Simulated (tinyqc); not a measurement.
# Gate work function from the charge

Problem. For an undoped double gate, Q = 8 eps0 eps_r Vt beta tan(beta)/ts with 0 < beta < pi/2, and at the source (Vg - dphi)/(2 Vt) - ln[(2/ts) sqrt(2 eps0 eps_r Vt/(q ni))] = ln(beta) - ln(cos beta) + 2 r beta tan(beta), r = eps_r tox/(eox ts). Find beta and dphi.

Values chosen for this exercise; material values close to those of silicon: temperature T = 400 K; relative permittivity of the semiconductor eps_r = 11.5; relative permittivity of the gate insulator eox = 7.37; insulator thickness tox = 3.1 nm; body thickness ts = 10 nm; gate voltage Vg = 0.38 V.

Constants: q = 1.602176634e-19 C, kB = 1.380649e-23 J/K, Vt = kB T/q, eps0 = 8.8541878128e-14 F/cm where lengths are in cm. Results are converted to the units shown.

Qs = 264.73507 nC/cm^2
ni = 4.8723468e12 cm^-3

Solution. beta tan(beta) rises from 0 without bound on the interval, so the charge fixes beta; the second relation is then explicit in dphi.

beta = 0.842
dphi = -0.140 V

Computed by the program tinyqc: `OMP_NUM_THREADS=1 python tinyqc.py 2440048 2440049 out.jsonl`, one thread of a shared Intel Xeon 2.30GHz, about 0.01 s for the whole run.
